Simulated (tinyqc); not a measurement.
Inside a calculation: pair of shallow donors (hydrogen-like orbitals). Values are carried at full precision from step to step, so a last printed digit may differ when a step is redone from the rounded ones.

Each donor has the orbital exp(-r/a); energy unit Ha* = q/(eps a), q = e^2/(4 pi eps0), so that a lone donor is bound by Ha*/2; x = R/a. One electron: S = (1 + x + x^2/3) exp(-x), j = 1/x - (1 + 1/x) exp(-2x), k = (1 + x) exp(-x); levels E(+/-) = -1/2 - (j +/- k)/(1 +/- S) in Ha*, without the repulsion of the ions, split by D = |E(-) - E(+)|. In six valleys the overlaps S and k are multiplied by v = [cos(K Rx) + cos(K Ry) + cos(K Rz)]/3, K = k0 (2 pi/a_lat), for isotropic envelopes and the symmetric valley state.

Constants: e^2/(4 pi eps0) = 14.39964547 eV angstrom; hbar = 6.58211957e-16 eV s.

Values chosen for the exercise (near those of two donors in Si; the results hold for these values, not for the real material):
- a = 18.6 angstrom (orbital radius)
- eps = 11.5 (dielectric constant)
- n = (15.25, 0.25, 0.25) a_lat (separation vector)
- a_lat = 5.431 angstrom (lattice constant)
- k0 = 0.855 2 pi/a_lat (valley position)
- dV = 1.7 D (detuning between the donors, in units of D)

## Distance and integrals

Give Ha*, R, x, S, j, k and v.

Ha* = 67.320 meV
R = 82.85 angstrom
x = 4.4540

S, j, k: [0.14036, 0.22435, 0.06344]

v = 0.4740

## One electron on two donors

Give both levels, the splitting D = |E(-) - E(+)| and the tunnelling frequency D/(2 pi hbar).

E(+), E(-) (meV): [-49.719, -47.671]

D = 2.048 meV
frequency = 495.3 GHz

The second ion deepens the mean level by 15.03 meV, against Ha*/x = 15.11 meV for a point charge. Without the valley factor D would be 4.39 meV; v is positive, so the even combination lies lower.

## Detuning by a gate

Two-level picture for one electron: with detuning u = dV D the splitting is sqrt(D^2 + u^2) and the lower state has weight (1 + u/sqrt(D^2 + u^2))/2 on the lower donor; the field needed is u/(e R), 1 meV/angstrom = 100 kV/cm.

splitting = 4.040 meV
weight = 0.931
field = 4.20 kV/cm

## Two electrons and exchange

Two electrons, Heitler-London: with S' = (1 - x + x^2/3) exp(x), C = 1/x - exp(-2x)(1/x + 11/8 + 3x/4 + x^2/6), X = (1/5){exp(-2x)(25/8 - 23x/4 - 3x^2 - x^3/3) + (6/x)[S^2 (0.5772157 + ln x) + S'^2 Ei(-4x) - 2 S S' Ei(-2x)]}, Q = C - 2j + 1/x and A = X - 2 S k + S^2/x, the singlet and triplet lie at (Q +/- w A)/(1 +/- w S^2) from two lone donors, with the valley weight w = v^2; the exchange is J = triplet - singlet.

Give C, X, Q, A and J.

C, X, Q, A (Ha*): [0.2234, 0.008240, -0.0007844, -0.005145]

J = 155 micro-eV

A swap of the two spins takes pi hbar/J = 0.0133 ns (hbar = 6.58212e-16 eV s). Against the one-electron splitting D = 2.05 meV, J/D = 0.076: exchange needs both electrons to tunnel and falls as exp(-2x), D as exp(-x).

## Checks

- Heitler-London binding at x = 1.6425 against the known 0.1160 hartree: both 0.1160.
- Overlap S by quadrature in spheroidal coordinates against the formula: both 0.14036.

Computed by tinyqc, a small Python program: `OMP_NUM_THREADS=1 python tinyqc.py 1251599 1251600 out.jsonl` (the numbers bound the seed that draws the inputs); one thread of a shared host (Intel(R) Xeon(R) Processor @ 2.30GHz), about 0.01 s for the whole set of steps.
